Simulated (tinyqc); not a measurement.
Implant damage, amorphisation by cascade overlap, and solid-phase epitaxial regrowth. Changing the ion energy E. Computed by tinyqc, a small Python program. Command: `OMP_NUM_THREADS=1 python tinyqc.py 3112495 3112496 out.jsonl sper sweep`. One thread of a shared host (Intel(R) Xeon(R) Processor @ 2.30GHz), about 0.01 s of CPU time with the checks.

Range and width of the damage are inputs. Dynamic annealing enters only through the surviving share f.

Inputs (values chosen for the exercise, modelled on arsenic ions in germanium):
```
quantity                 value  unit
ion Z1                      33     -
ion mass M1               74.9     u
target Z2                   32     -
target mass M2           72.63     u
displacement energy E_d     13    eV
```

Constants: a_0 = 0.529177210903 angstrom; e^2/(4 pi eps_0) = 14.39964548 eV angstrom.

Method. Robinson partition: eps = E a M2/(Z1 Z2 (e^2/(4 pi eps_0)) (M1 + M2)), a = 0.8853 a_0/sqrt(Z1^(2/3) + Z2^(2/3)); k = 0.0793 Z1^(2/3) Z2^(1/2) (M1 + M2)^(3/2)/((Z1^(2/3) + Z2^(2/3))^(3/4) M1^(3/2) M2^(1/2)); damage energy T_d = E/(1 + k (eps + 0.40244 eps^(3/4) + 3.4008 eps^(1/6))); displacements nu = 0.8 T_d/(2 E_d).

One run for each value:
```
ion energy E (keV)    T_d/E  displacements per ion nu  reduced energy eps
1.0                 0.82856                      25.5              0.0034
2.0                 0.81089                      49.9              0.0067
4.2                 0.79000                     102.1              0.0141
8.5                 0.76780                     200.8              0.0286
17.0                0.74304                     388.7              0.0571
35.0                0.71292                     767.8              0.1176
72.0                0.67630                    1498.3              0.2420
150.0               0.62892                    2902.7              0.5041
300.0               0.57065                    5267.5              1.0082
```

Over the rows, T_d/E falls from 0.829 to 0.571 (exponent d ln y / d ln x -0.031 between the first rows and -0.14 between the last); displacements per ion nu rises from 25.5 to 5270 (exponent d ln y / d ln x 0.97 between the first rows and 0.86 between the last); reduced energy eps rises from 0.00336 to 1.01 (exponent d ln y / d ln x about 1.00 throughout). Electronic losses take a growing share as eps rises, so nu grows more slowly than E.
